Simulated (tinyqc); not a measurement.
Thermionic-field emission through a Schottky barrier, WKB: effect of temperature.

Metal on an n-type semiconductor with one parabolic valley; V > 0 is forward bias (metal positive). Energies E are counted from the conduction edge of the neutral semiconductor, whose Fermi level lies at -xi; that of the metal lies at -xi - V. The barrier is a parabola of height Vd = phi - xi - V (depletion approximation, no image force).

Nc = 2 (2 pi me m0 kB T/h^2)^1.5 (times 1e-6 for cm^-3); Nd = Nc F12(-xi/Vt), F12(x) = (2/sqrt(pi)) int_0^infinity sqrt(u)/(1 + exp(u - x)) du; E00 = (hbar/2) sqrt(Nd/(me m0 eps0 eps_r)) in SI units (volts). For E < Vd, ln T(E) = -(Vd/E00) [sqrt(1 - y) - y ln((1 + sqrt(1 - y))/sqrt(y))], y = E/Vd; T(E) = 1 above. J = A* T (q/kB) int_0^infinity T(E) N(E) dE, N = ln[(1 + exp((-xi - E)/Vt))/(1 + exp((-xi - V - E)/Vt))], A* = 4 pi q me m0 kB^2/h^3 (times 1e-4 for A/(cm^2 K^2)). The integral is converged to the digits shown; the share over the barrier is that of E > Vd, and 0 means below 1e-6 %. phi is held fixed. By a common rule of thumb, E00/Vt below 0.5 marks thermionic emission, 0.5 to 5 thermionic-field emission and above 5 field emission.

Parameters, values chosen for the exercise; band and dielectric values close to those of gallium nitride: electron mass me = 0.201 m0; relative permittivity eps_r = 9.64; barrier height seen from the metal phi = 0.82 eV; donor density Nd = 1e18 cm^-3; bias V = 0.24 V.

Constants: q = 1.602176634e-19 C, kB = 1.380649e-23 J/K, eps0 = 8.8541878128e-12 F/m, hbar = 1.054571817e-34 J s, h = 6.62607015e-34 J s, m0 = 9.1093837015e-31 kg, Vt = kB T/q. Results are converted to the units shown.

Effect of temperature:
```
T (K)  E00/Vt  J (A/cm^2)  share over the barrier (%)  mean E/Vd
60      2.580   8.544e-13                           0    0.05578
100     1.548   3.658e-11                           0     0.1862
150     1.032    2.011e-8                     8.80e-5     0.4116
200    0.7739    5.886e-6                      0.0398     0.5827
250    0.6191    5.097e-4                       0.602     0.6937
300    0.5159     0.01578                        2.49     0.7652
400    0.3870       1.912                        9.94     0.8486
500    0.3096       44.55                        19.2     0.8982
```

J rises from 8.54e-13 to 44.5 A/cm^2, and the mean E/Vd rises from 0.0558 to 0.898, as E00/Vt falls from 2.58 (thermionic-field emission) to 0.310 (thermionic emission). Between the first two rows J changes by a factor of 42.8, between the last two by 23.3.

Range of the model: The depletion approximation, a parabolic band and the neglect of image-force lowering make these currents estimates at high doping.

Program tinyqc, `OMP_NUM_THREADS=1 python tinyqc.py 2640046 2640047 out.jsonl`; Intel Xeon 2.30GHz, shared host, one thread, about 0.04 s.
